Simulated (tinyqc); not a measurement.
Phase shift across the band: Koster-Slater impurity in a tight-binding band, by Green functions and by supercells. Computed by tinyqc, a small Python program. Command: `OMP_NUM_THREADS=1 python tinyqc.py 3005066 3005067 out.jsonl kosterslater walk`. One thread of a shared host (Intel(R) Xeon(R) Processor @ 2.30GHz), about 0.02 s of CPU time with the checks.

One orbital per site, e(k) = -2 t sum cos(k_i) over 1 direction(s), band from -2 t to 2 t, lattice constant 1. One site has the extra energy U. Spin is left out.

Inputs (values chosen for the exercise, for a model band): hopping t = 0.66 eV; impurity potential U = -0.282 eV; broadening eta = 0.066 eV.

Lattice: chain.

Method:
- Outside the band G0(E) = sign(E)/sqrt(E^2 - 4 t^2).
- A bound state solves 1/U = G0(E).
- Bisection in ln(distance from the edge) between 1e-5 t and |U| + t. Weight on the impurity site: -1/(U^2 dG0/dE), by a central difference with step min(1e-4 t, distance/30). Decay length along an axis: 1/arccosh(1 + distance/(2 t)).
- Inside the band G0(z), z = E + i eta, comes from the chain form 1/(sqrt(y - 2t) sqrt(y + 2t)) (principal roots) at y = z.
- delta/pi = -arg(1 - U G0)/pi counts the states added below E (Friedel); host DOS = -Im G0/pi, DOS on the impurity = -Im[G0/(1 - U G0)]/pi; 13 evenly spaced energies from -(band edge + |U| + 2t) to +(band edge + |U| + 2t).

distance from the band edge = 0.0297866 eV

level E_b = -1.34979 eV

Across the spectrum:

| E (eV) | Re G0 (1/eV) | host DOS (1/eV) | DOS on the impurity (1/eV) | delta/pi |
|---|---|---|---|---|
| -2.922 | -0.3833 | 0.00346 | 0.00435 | 0.001094 |
| -2.435 | -0.4879 | 0.00596 | 0.00801 | 0.001948 |
| -1.948 | -0.6947 | 0.01383 | 0.02138 | 0.004849 |
| -1.461 | -1.4793 | 0.11063 | 0.31671 | 0.053030 |
| -0.974 | -0.0887 | 0.35291 | 0.33664 | 0.098776 |
| -0.487 | -0.0173 | 0.25890 | 0.24825 | 0.072108 |
| 0.000 | 0.0000 | 0.24084 | 0.23036 | 0.066914 |
| 0.487 | 0.0173 | 0.25890 | 0.24369 | 0.071430 |
| 0.974 | 0.0887 | 0.35291 | 0.30730 | 0.094237 |
| 1.461 | 1.4793 | 0.11063 | 0.05482 | 0.021979 |
| 1.948 | 0.6947 | 0.01383 | 0.00967 | 0.003261 |
| 2.435 | 0.4879 | 0.00596 | 0.00460 | 0.001477 |
| 2.922 | 0.3833 | 0.00346 | 0.00282 | 0.000881 |

What does the comparison show, and why?

delta/pi starts and ends near zero (+0.001 and +0.001): the impurity moves states but creates none. The level lies only 0.5 eta outside the band, so the broadening smears its step. delta/pi rises at the bound state below the band (-1.350 eV), reaches 0.10 among these rows (1 in the limit of small eta, just above the level) and is paid back by the top of the band (on a chain half a state is lost at each edge, and in between delta = atan(|U|/sqrt(4 t^2 - E^2))).

Extremes, crossings and ranges named in words are read from the listed rows.
